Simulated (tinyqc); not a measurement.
Worked calculation: eight-band Kane k.p model with strain. Values are carried at full precision from step to step, so a last printed digit may differ when a step is redone from the rounded ones.

Constants: hbar^2/2m0 = 3.80998211 eV angstrom^2.

Inputs chosen for the exercise (near those of InSb; the results hold for these values, not for the real material): Eg = 0.224 eV (gap at Gamma to the s-like level); Dso = 0.768 eV (spin-orbit splitting); Ep = 22.4 eV (Kane energy); me = 0.0131 m0 (electron mass at Gamma); g1 = 34.57 (Luttinger gamma1); g2 = 15.52 (gamma2); g3 = 16.31 (gamma3); a = 6.508 angstrom (lattice constant); a_sub = 6.656 angstrom (lattice constant of the substrate); C11 = 65.3 GPa; C12 = 36.5 GPa; C44 = 29.6 GPa; face = 001 (growth face); ac = -7.09 eV (conduction deformation potential); av = 0.35 eV (valence hydrostatic potential); b = -2.08 eV (tetragonal shear potential); d = -4.97 eV (trigonal shear potential); k = (-0.001, 0.017, 0.01) 1/angstrom (wave vector); kmax = 0.04 1/angstrom (end of the path).

## Derived values

P = sqrt(Ep c); A = 1/me - Ep (Eg + 2 Dso/3)/(Eg (Eg + Dso)) keeps the electron mass; g1' = g1 - Ep/(3 Eg), g2' = g2 - Ep/(6 Eg), g3' = g3 - Ep/(6 Eg) remove the coupling to S that the Luttinger values already hold; L = -c (g1' + 4 g2'), M = -c (g1' - 2 g2'), N = -6 c g3'. c = hbar^2/2m0.

P = 9.2382 eV angstrom
A = 2.1423

g1', g2', g3': 1.2367  -1.1467  -0.3567

L, M, N (eV angstrom^2): 12.7634  -13.4492  8.1534

The coupling to the valence bands supplies 74.19, against 1/me = 76.34; A makes up the difference. The diagonal term in L bends towards the gap, so the set should be tested for spurious states at large k.

## Strain of a layer grown coherently on a (001) face

e_par = (a_sub - a)/a in the plane; no stress along the normal: e_perp = -2 (C12/C11) e_par; exx = eyy = e_par, ezz = e_perp, no shear.

e_par = 0.022741
e_perp = -0.025423

strain tensor in the cubic axes:
```
          x         y          z
x  0.022741  0.000000   0.000000
y  0.000000  0.022741   0.000000
z  0.000000  0.000000  -0.025423
```

The layer is under tension in the plane; its volume changes by +2.006 %.

## Strain terms

Strain (Bir-Pikus): H_SS gains ac tr(e); H_XX gains l exx + m (eyy + ezz) and H_XY gains n exy, with l = av + 2 b, m = av - b, n = sqrt(3) d. The sign of av is such that the gap moves by (ac - av) tr(e); the change of P with strain is neglected.

Form the strain terms of the Hamiltonian.

ac tr(e) = -0.14222 eV

strain block of X, Y, Z (the same for both spins) (eV):
```
          X         Y        Z
X  -0.09316         0        0
Y         0  -0.09316        0
Z         0         0  0.20738
```

## The Hamiltonian at one k

Eight-band Kane model, basis S, X, Y, Z times spin, zero of energy at the top of the unstrained valence band, c = hbar^2/2m0. Within each spin: H_SS = Eg + A c k^2, H_SX = i P kx (likewise Y, Z), H_XX = -Dso/3 + L kx^2 + M (ky^2 + kz^2), H_XY = N kx ky, and cyclic. Spin-orbit term (Dso/3) L.sigma on X, Y, Z with (L_k)_ij = -i epsilon_kij: <X+|H|Y+> = -i Dso/3, <X+|H|Z-> = Dso/3, <Y+|H|Z-> = -i Dso/3, <Z+|H|X-> = -Dso/3, <Z+|H|Y-> = i Dso/3, <X-|H|Y-> = i Dso/3, and their conjugates; + and - are the spin along z. Terms from inversion asymmetry are left out, so every level is twofold.

Fill in the matrix, adding ac tr(e) to H_SS and the strain block to X, Y, Z of each spin.

H(k) (eV):
```
          S+               X+               Y+        Z+        S-               X-
S+    0.0850         -0.0092i          0.1570i   0.0924i         0                0
X+   0.0092i          -0.3544  -0.0001-0.2560i   -0.0001         0                0
Y+  -0.1570i  -0.0001+0.2560i          -0.3468    0.0014         0                0
Z+  -0.0924i          -0.0001           0.0014   -0.0512         0          -0.2560
S-         0                0                0         0    0.0850         -0.0092i
X-         0                0                0   -0.2560   0.0092i          -0.3544
Y-         0                0                0  -0.2560i  -0.1570i  -0.0001-0.2560i
Z-         0           0.2560          0.2560i         0  -0.0924i          -0.0001

                 Y-        Z-
S+                0         0
X+                0    0.2560
Y+                0  -0.2560i
Z+          0.2560i         0
S-          0.1570i   0.0924i
X-  -0.0001+0.2560i   -0.0001
Y-          -0.3468    0.0014
Z-           0.0014   -0.0512
```

## Levels and orbital character

Diagonalise H; the levels come in pairs. The weights are summed over spin and averaged over each pair.

levels, each twofold (eV): -0.7986  -0.1507  0.0536  0.2283

weights:
```
   pair 1  pair 2  pair 3  pair 4
S   0.015   0.197   0.301   0.486
X   0.385   0.414   0.174   0.027
Y   0.408   0.369   0.091   0.132
Z   0.191   0.020   0.433   0.356
```

The conduction pair has 51.4 % valence character at this k; the valence pair with most S character is pair 3 (30.1 %).

## Bands along [110] and [001]

The same diagonalisation at six points |k| = 0, kmax/5, ..., kmax along each direction.

Levels (eV):
```
direction  |k| (1/angstrom)   pair 1   pair 2   pair 3  pair 4
[110]                 0.000  -0.7835  -0.0932   0.0818  0.1297
[110]                 0.008  -0.7862  -0.1075   0.0872  0.1410
[110]                 0.016  -0.7944  -0.1407   0.0916  0.1769
[110]                 0.024  -0.8081  -0.1804   0.0907  0.2291
[110]                 0.032  -0.8273  -0.2204   0.0868  0.2896
[110]                 0.040  -0.8518  -0.2587   0.0809  0.3548
[001]                 0.000  -0.7835  -0.0932   0.0818  0.1297
[001]                 0.008  -0.7853  -0.0940   0.0366  0.1771
[001]                 0.016  -0.7906  -0.0966  -0.0239  0.2444
[001]                 0.024  -0.7994  -0.1009  -0.0833  0.3150
[001]                 0.032  -0.8119  -0.1405  -0.1069  0.3880
[001]                 0.040  -0.8278  -0.1952  -0.1147  0.4630
```

At kmax the conduction band lies 108.2 meV and the top valence band 195.6 meV apart between the two directions. k.p holds near Gamma; the zone edge lies near 1 1/angstrom.

## Masses at Gamma

m*/m0 = c h^2/(E(h) - E(0)) with |k| = h = 0.0001 1/angstrom; negative values are hole-like.

Masses (m0):
```
direction  pair 1  pair 2  pair 3  pair 4
[110]      -0.089  -0.016   0.032   0.023
[001]      -0.138  -0.283  -0.003   0.003
```

Strain has split the top two pairs at Gamma, so each has its own mass tensor; the top pair has 0.032 along [110] and -0.003 along [001].

## Checks

- Electron mass of the unstrained model by finite differences against the input me: both 0.01310.
- Heavy-hole mass along [100] against 1/(g1 - 2 g2): both 0.2833.
- Light-hole mass along [100] against 1/(g1 + 2 g2): both 0.01524.

Program tinyqc; command `OMP_NUM_THREADS=1 python tinyqc.py 1080521 1080522 out.jsonl`; about 0.01 s on one thread of a shared Intel(R) Xeon(R) Processor @ 2.30GHz.
